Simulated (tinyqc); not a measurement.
# Isotype n-N heterojunction, non-linear Poisson equation by Newton steps, Fermi-Dirac statistics: effects of single changes

One dimension, material 1 (n-type) at x < 0 and material 2 (n-type) at x > 0. Band edges: Ec = -psi in material 1 and -psi + dEc in material 2, Ev = Ec - Eg. Equilibrium, Fermi level at 0. n = Nc F((EFn - Ec)/Vt), p = Nv F((Ev - EFp)/Vt), with F(eta) = F_1/2(eta) = (2/sqrt(pi)) int_0^infinity sqrt(u) du/(1 + exp(u - eta)) (Fermi-Dirac statistics); full ionisation, no interface charge, classical densities; the doping types are chosen for the exercise.

Parameters, values chosen for the exercise; band and dielectric values close to those of crystalline and amorphous silicon: temperature T = 300 K; band gap of material 1 Eg1 = 1.14 eV; relative permittivity of material 1 er1 = 11.8; conduction-band density of states of material 1 Nc1 = 2.75e19 cm^-3; valence-band density of states of material 1 Nv1 = 2.6e19 cm^-3; band gap of material 2 Eg2 = 1.74 eV; relative permittivity of material 2 er2 = 11.9; conduction-band density of states of material 2 Nc2 = 1.02e20 cm^-3; valence-band density of states of material 2 Nv2 = 9.92e19 cm^-3; conduction-band offset Ec2 - Ec1 dEc = 0.14 eV; donor density of material 1 N1 = 3e18 cm^-3; donor density of material 2 N2 = 2.4e18 cm^-3; bias of side 1 against side 2 V = 0 V.

Constants: q = 1.602176634e-19 C, kB = 1.380649e-23 J/K, Vt = kB T/q, eps0 = 8.8541878128e-14 F/cm where lengths are in cm. Results are converted to the units shown.

Each table varies one quantity; the others keep the values above.

## Effect of the donor density of material 1

Exact first integral: on each side D^2/(2 eps0 er) = G, G = q [Vt (nI_j - nI_b) + Vt (pI_j - pI_b) - C (psi_j - psi_b)], with C = +N1 or +N2, b the neutral end of that side, and nI, pI the densities with F_1/2 replaced by F_3/2(eta) = (4/(3 sqrt(pi))) int_0^infinity u^(3/2) du/(1 + exp(u - eta)). D is continuous, so er1 G1(psi_j) = er2 G2(psi_j) fixes psi_j. Ends from Nc1 F(psi_L/Vt) = N1 and Nc2 F((V + psi_R - dEc)/Vt) = N2. D is counted positive when psi rises towards material 2.

Effect of the donor density of material 1:

| N1 (cm^-3) | psi_R - psi_L (V) | psi_j - psi_L (V) | psi_R - psi_j (V) | D/q (cm^-2) | n_j in 1 (cm^-3) | n_j in 2 (cm^-3) |
|---|---|---|---|---|---|---|
| 1.5e17 | 0.1780 | 0.09638 | 0.08157 | 1.338e12 | 5.804e18 | 1.031e17 |
| 3.5e17 | 0.1560 | 0.07651 | 0.07947 | 1.314e12 | 6.259e18 | 1.118e17 |
| 8.1e17 | 0.1341 | 0.05827 | 0.07587 | 1.272e12 | 7.118e18 | 1.286e17 |
| 1.9e18 | 0.1117 | 0.04185 | 0.06989 | 1.201e12 | 8.782e18 | 1.620e17 |
| 4.4e18 | 0.08920 | 0.02828 | 0.06092 | 1.087e12 | 1.193e19 | 2.291e17 |
| 1e19 | 0.06613 | 0.01767 | 0.04846 | 9.146e11 | 1.791e19 | 3.708e17 |
| 2.4e19 | 0.03892 | 0.008823 | 0.03010 | 6.222e11 | 3.095e19 | 7.535e17 |
| 5.5e19 | 0.007566 | 0.001557 | 0.006009 | 1.424e11 | 5.701e19 | 1.905e18 |

As N1 goes from 1.5e17 to 5.5e19, the total bending falls from 0.178 to 0.00757 V and the sheet charge D/q falls from 1.34e12 to 1.42e11 cm^-2; the share of the bending in material 1 falls from 54.2 to 20.6 %. In every row electrons move into material 1, which accumulates, while the other side depletes. For N1 = 2.4e19, 5.5e19 the carriers at the interface are degenerate and confined to a layer thin enough for quantisation, which is left out.

## Effect of the donor density of material 2

Same model as above.

Result of one run:

| N2 (cm^-3) | psi_R - psi_L (V) | psi_j - psi_L (V) | psi_R - psi_j (V) | D/q (cm^-2) | n_j in 1 (cm^-3) | n_j in 2 (cm^-3) |
|---|---|---|---|---|---|---|
| 1.2e17 | 0.02191 | 0.003330 | 0.01858 | 9.171e10 | 3.395e18 | 5.849e16 |

What becomes of these results when the donor density of material 2 N2 is changed from 1.2e17 to 2.8e17 cm^-3, all else the same?

Result of the changed run:

| N2 (cm^-3) | psi_R - psi_L (V) | psi_j - psi_L (V) | psi_R - psi_j (V) | D/q (cm^-2) | n_j in 1 (cm^-3) | n_j in 2 (cm^-3) |
|---|---|---|---|---|---|---|
| 2.8e17 | 0.04383 | 0.008544 | 0.03529 | 2.430e11 | 4.116e18 | 7.156e16 |

The whole series:

| N2 (cm^-3) | psi_R - psi_L (V) | psi_j - psi_L (V) | psi_R - psi_j (V) | D/q (cm^-2) | n_j in 1 (cm^-3) | n_j in 2 (cm^-3) |
|---|---|---|---|---|---|---|
| 1.2e17 | 0.02191 | 0.003330 | 0.01858 | 9.171e10 | 3.395e18 | 5.849e16 |
| 2.8e17 | 0.04383 | 0.008544 | 0.03529 | 2.430e11 | 4.116e18 | 7.156e16 |
| 6.6e17 | 0.06603 | 0.01638 | 0.04966 | 4.892e11 | 5.476e18 | 9.687e16 |
| 1.6e18 | 0.08901 | 0.02773 | 0.06128 | 8.918e11 | 8.204e18 | 1.502e17 |
| 3.7e18 | 0.1109 | 0.04181 | 0.06906 | 1.477e12 | 1.326e19 | 2.589e17 |
| 8.7e18 | 0.1334 | 0.05956 | 0.07387 | 2.372e12 | 2.323e19 | 5.140e17 |
| 2e19 | 0.1559 | 0.08013 | 0.07582 | 3.646e12 | 4.118e19 | 1.137e18 |
| 4.8e19 | 0.1811 | 0.1055 | 0.07553 | 5.572e12 | 7.390e19 | 3.018e18 |

As N2 goes from 1.2e17 to 4.8e19, the total bending rises from 0.0219 to 0.181 V and the sheet charge D/q rises from 9.17e10 to 5.57e12 cm^-2; the share of the bending in material 1 rises from 15.2 to 58.3 %. In every row electrons move into material 1, which accumulates, while the other side depletes. For N2 = 2e19, 4.8e19 the carriers at the interface are degenerate and confined to a layer thin enough for quantisation, which is left out.

Numbers from tinyqc (`OMP_NUM_THREADS=1 python tinyqc.py 2040144 2040145 out.jsonl`; about 0.1 s on one thread of a shared Intel Xeon 2.30GHz).
